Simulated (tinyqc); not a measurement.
Electron-beam lithography: double-Gaussian proximity function, edge placement and dose correction for parallel lines: one step, computed by the program tinyqc. Command: `OMP_NUM_THREADS=1 python tinyqc.py 3110118 3110119 out.jsonl proximity walk`. One thread of a shared host (Intel(R) Xeon(R) Processor @ 2.30GHz), about 0.01 s of CPU time with the checks.

Lines are infinitely long. Absorbed energy is counted so that the middle of a very large area written at dose 1 receives 1; the resist develops where it exceeds 1/2.

Question. Dose to size and latitude. A test line of width w << beta in surroundings of density rho, all at dose d: near its edge E(x) = d [S + eta rho]/(1 + eta), S = [erf((b - x)/alpha) - erf((a - x)/alpha)]/2 for edges a and b, the second term being the background energy. Dose to size d_s = (1 + eta)/(erf(w/alpha) + 2 eta rho), dose = d_s D0; edge slope d [1 - exp(-w^2/alpha^2)]/(sqrt(pi) alpha (1 + eta)); width change per 1 % of dose = 2 x 0.01 x (1/2)/slope.

Inputs (values chosen for the exercise, of the order of those for 30 keV electrons in resist on silicon):
```
quantity,value,unit
forward range alpha,0.015,micrometre
backscatter ratio eta,0.82,-
base dose D0,170,microcoulomb/cm^2
width of the test line,0.13,micrometre
pattern density around the test line,0.19,-
```

Give: dose to size d_s; dose; edge slope; width change per 1 % of dose; background energy.

Answer.

dose to size d_s = 1.388

dose = 235.9 microcoulomb/cm^2

edge slope = 0.02868 1/nm

width change per 1 % of dose = 0.3487 nm

background energy = 0.1188

The background supplies 24 % of the threshold.
